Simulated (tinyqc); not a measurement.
Kane-Mele model of a buckled honeycomb layer in a normal field: sweeps and comparisons. A value that a table varies takes the place of the one given here.

Sublattices A and B lie at +/-b, so the field gives them the energies +/-D, D = e b Ez (in eV for b in angstrom and Ez in V/angstrom); 2 lam is the gap at zero field. Near the valleys tau = +/-1, for spin sz = +/-1: H = hbar v (tau qx sx + qy sy) + m sz_AB with m = D - tau sz lam, hbar v = (sqrt3/2) a t. On the lattice the spin-orbit term is the second-neighbour hopping i (lam/3 sqrt3) nu sz, nu = +/-1 by the sense of the turn. The filled band of one cone contributes tau sign(m)/2 to the Chern number, in the sense Omega = curl of i<u|grad u>. Rashba terms are left out.

Zigzag ribbon of N chains, sites A1, B1, A2, ...; k in 1/a. Bonds -2t cos(k/2) (A_n to B_n) and -t (B_n to A_(n+1)); diagonal +/-(D + 2 l2 sz sin k) on A and B; A_n to A_(n+1): -2 l2 sz sin(k/2), B_n to B_(n+1): the opposite; l2 = lam/(3 sqrt3).

Constants: kB = 8.617333262e-05 eV/K; hbar^2/2m0 = 3.80998211 eV angstrom^2.

Inputs chosen for the exercise (of the size used for silicene; the results hold for these values, not for the real material):
```
symbol  value   unit        meaning
a       3.79    angstrom    lattice constant
t       1.7     eV          hopping
lam     0.0032  eV          spin-orbit half gap
b       0.23    angstrom    half the buckling height
Ez      0.024   V/angstrom  normal field at the atoms, after screening; 0.01 is 1 MV/cm, and gates reach some 0.05
N       20                  chains
```

## Edge bands of a zigzag ribbon

The two middle levels for each spin, and the weight of the upper one on the half of the ribbon that holds A1.

Middle levels (meV):
```
k/pi,"up, lower","up, upper","up, weight","down, lower","down, upper","down, weight"
0.6,-373.387,373.387,0.50,-373.295,373.295,0.50
0.7,-47.007,47.007,0.58,-46.305,46.305,0.52
0.8,-7.692,7.692,1.00,-3.349,3.349,1.00
0.9,-6.662,6.662,1.00,-4.378,4.378,1.00
1.0,-5.520,5.520,1.00,-5.520,5.520,1.00
1.1,-4.378,4.378,1.00,-6.662,6.662,1.00
1.2,-3.349,3.349,1.00,-7.692,7.692,1.00
1.3,-46.305,46.305,0.52,-47.007,47.007,0.58
1.4,-373.295,373.295,0.50,-373.387,373.387,0.50
```

From k/pi = 0.8 to 1.2 the upper level stays on one edge and the spacing of the pair is at least 6.70 meV. D > lam, so the edge bands need not cross: each leaves and rejoins the same bulk band. At k = pi the levels are -5.520 and 5.520 meV, with D = 5.520 meV and lam = 3.2 meV.

## Closing and reopening the gap

Ez = f lam/b. Gap 2 |D - lam|, second gap 2 (D + lam), Z2 index, and the temperature at which kB T equals the gap.

Against field:
```
f,Ez (V/angstrom),gap (meV),second gap (meV),Z2,gap/kB (K)
0.00,0,6.400,6.400,1,74.3
0.25,0.00348,4.800,8.000,1,55.7
0.50,0.00696,3.200,9.600,1,37.1
0.75,0.0104,1.600,11.200,1,18.6
0.90,0.0125,0.640,12.160,1,7.4
1.10,0.0153,0.640,13.440,0,7.4
1.50,0.0209,3.200,16.000,0,37.1
2.00,0.0278,6.400,19.200,0,74.3
3.00,0.0417,12.800,25.600,0,148.5
```

The gap closes at Ez = 0.01391 V/angstrom, 1.39 MV/cm at the atoms (the applied field must be larger by the screening), and is back at its zero-field size at twice that. At zero field it is 6.4 meV, below kB T at 300 K (25.9 meV).

## What each parameter does

Smaller and larger gap, hbar v, and the mass 2c|m|/(hbar v)^2 at the smaller gap, c = hbar^2/2m0. Each row changes one parameter from the base and keeps the others.

Results:
```
case,smaller gap (meV),larger gap (meV),hbar v (eV angstrom),mass (m0)
base,4.640,17.440,5.5798,0.00057
a = 4.169 angstrom,4.640,17.440,6.1378,0.00047
t = 1.87 eV,4.640,17.440,6.1378,0.00047
lam = 0.00352 eV,4.000,18.080,5.5798,0.00049
Ez = 0.0264 V/angstrom,5.744,18.544,5.5798,0.00070
```

The largest shifts from the base row, up to three for each result and ties (the steps differ in size, so this ranks the rows, not the parameters). smaller gap (meV): Ez +1.104, lam -0.640; unchanged at the printed digits by a and t. larger gap (meV): Ez +1.104, lam +0.640; unchanged at the printed digits by a and t. hbar v (eV angstrom): t +0.5580, a +0.5580; unchanged at the printed digits by lam and Ez. mass (m0): Ez +0.00014, t -0.00010, a -0.00010.

Program tinyqc; command `OMP_NUM_THREADS=1 python tinyqc.py 1480887 1480888 out.jsonl`; about 0.02 s on one thread of a shared Intel(R) Xeon(R) Processor @ 2.30GHz.
